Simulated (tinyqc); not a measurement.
# Undoped symmetric double-gate MOSFET, analytic potential model: effects of single changes

An undoped body of thickness ts between two equal insulators and tied gates; long channel, electrons only, n = ni exp((psi - V)/Vt) with V the quasi-Fermi potential (0 at the source, Vd at the drain), constant mobility, no quantisation. Across the body psi(x) = V - 2 Vt ln[(ts/(2 beta)) sqrt(q ni/(2 eps0 eps_r Vt)) cos(2 beta x/ts)], x from the centre. Q is the electron charge per area of the whole body.

Values chosen for this exercise; material values those of a made-up semiconductor: temperature T = 400 K; band gap Eg = 1.42 eV; relative permittivity of the semiconductor eps_r = 9.99; conduction-band density of states at T Nc = 3.36e19 cm^-3; valence-band density of states at T Nv = 3.8e19 cm^-3; relative permittivity of the gate insulator eox = 7.73; insulator thickness tox = 5.1 nm; body thickness ts = 6 nm; gate work function less that of the intrinsic body dphi = -0.08 V; channel mobility mu = 800 cm^2/(V s); gate length L = 0.5 um; drain voltage Vd = 0.05 V.

Constants: q = 1.602176634e-19 C, kB = 1.380649e-23 J/K, Vt = kB T/q, eps0 = 8.8541878128e-14 F/cm where lengths are in cm. Results are converted to the units shown.

Each table varies one quantity; the others keep the values above.

## Effect of the body thickness

ni = sqrt(Nc Nv) exp(-Eg/(2 Vt)), Eg in volts; r = eps_r tox/(eox ts); V0 = dphi + 2 Vt ln[(2/ts) sqrt(2 eps0 eps_r Vt/(q ni))]. beta (between 0 and pi/2) solves (Vg - V0 - V)/(2 Vt) = ln(beta) - ln(cos beta) + 2 r beta tan(beta). Q = 8 eps0 eps_r Vt beta tan(beta)/ts; I = mu (1/L)(4 eps0 eps_r/ts)(2 Vt)^2 [g(beta_s) - g(beta_d)] per width, g = beta tan(beta) - beta^2/2 + r beta^2 tan^2(beta), with beta_s at V = 0 and beta_d at V = Vd.  I(low) is taken at Vg = 0.31 V, Qs and I(high) at Vg = 1.06 V.

Results:
```
ts (nm)	V0 (V)	I(low) (nA/um)	Qs(high) (nC/cm^2)	I(high) (uA/um)
2	0.6322	4.489	1110	83.99
2.8	0.6090	6.283	1124	85.17
3.9	0.5861	8.748	1135	86.08
5.5	0.5624	12.33	1143	86.79
7.7	0.5392	17.24	1149	87.27
15	0.4933	33.45	1155	87.77
```

Estimate the missing row, ts = 11 nm.

Computed row:
```
ts (nm)	V0 (V)	I(low) (nA/um)	Qs(high) (nC/cm^2)	I(high) (uA/um)
11	0.5147	24.59	1153	87.59
```

With this row back in the table: As ts goes from 2 to 15 nm, I(low) rises from 4.49 to 33.5 nA/um and I(high) rises from 84.0 to 87.8 uA/um. On average I(low) goes as ts^(1.00) and I(high) goes as ts^(0.02). Below threshold the charge is proportional to the cross-section of the body; above it the insulator sets the charge. In every row the surface density at the source at the higher gate voltage passes 0.3 Nc, where Boltzmann statistics fail. For ts = 2 to 5.5 nm the body is thin enough for quantum confinement, left out here, to raise the threshold.

## Effect of the insulator thickness

Same model as above.

The same in every row: V0 (V) = 0.5564.

Results:
```
tox (nm)	I(low) (nA/um)	Qs(high) (nC/cm^2)	I(high) (uA/um)
1.7	13.46	2945	222.1
2.5	13.46	2122	160.4
3.5	13.45	1589	120.4
5.1	13.45	1145	86.93
11	13.41	579.8	44.16
15	13.39	438.6	33.44
```

Estimate the missing row, tox = 7.4 nm.

Computed row:
```
tox (nm)	I(low) (nA/um)	Qs(high) (nC/cm^2)	I(high) (uA/um)
7.4	13.43	825.3	62.76
```

With this row back in the table: As tox goes from 1.7 to 15 nm, I(low) falls from 13.5 to 13.4 nA/um and I(high) falls from 222 to 33.4 uA/um. On average I(low) is independent of tox and I(high) goes as tox^(-0.87). Below threshold no voltage drops over the insulator in this long-channel model, so its thickness does not matter there. For tox = 1.7 to 11 nm the surface density at the source at the higher gate voltage passes 0.3 Nc, where Boltzmann statistics fail. In every row the body is thin enough for quantum confinement, left out here, to raise the threshold.

## Output curve

Q = 8 eps0 eps_r Vt beta tan(beta)/ts; I = mu (1/L)(4 eps0 eps_r/ts)(2 Vt)^2 [g(beta_s) - g(beta_d)] per width, g = beta tan(beta) - beta^2/2 + r beta^2 tan^2(beta), with beta_s at V = 0 and beta_d at V = Vd.

In this table Vg = 0.86 V.

Result of one run:
```
Vd (V)	Qd (nC/cm^2)	Qd/Qs	I (uA/um)
0.17	333.5	0.4844	137.9
```

What becomes of these results when the drain voltage Vd is changed from 0.17 to 0.38 V, all else the same?

Result of the changed run:
```
Vd (V)	Qd (nC/cm^2)	Qd/Qs	I (uA/um)
0.38	30.35	0.04409	191.6
```

The whole series:
```
Vd (V)	Qd (nC/cm^2)	Qd/Qs	I (uA/um)
0.06	558.2	0.8109	59.80
0.11	453.4	0.6586	100.2
0.17	333.5	0.4844	137.9
0.22	240.3	0.3491	160.9
0.28	141.1	0.2050	179.0
0.33	74.76	0.1086	187.5
0.38	30.35	0.04409	191.6
0.44	7.106	0.01032	193.2
0.49	1.780	0.002586	193.5
```

The current rises from 59.8 to 193 uA/um, while the charge at the drain end falls from 0.81 to 0.0026 of that at the source. The current first comes within 1 % of its last value at Vd = 0.38 V among the rows. In every row the surface density at the source passes 0.3 Nc, where Boltzmann statistics fail. For Vd = 0.22 to 0.49 V mu V/L, with V the smaller of Vd and Vg - V0, passes 3e6 cm/s, so velocity saturation would lower the current. In every row the body is thin enough for quantum confinement, left out here, to raise the threshold.

tinyqc, about 0.01 s, one thread, Intel Xeon 2.30GHz (shared host): `OMP_NUM_THREADS=1 python tinyqc.py 2440097 2440098 out.jsonl`
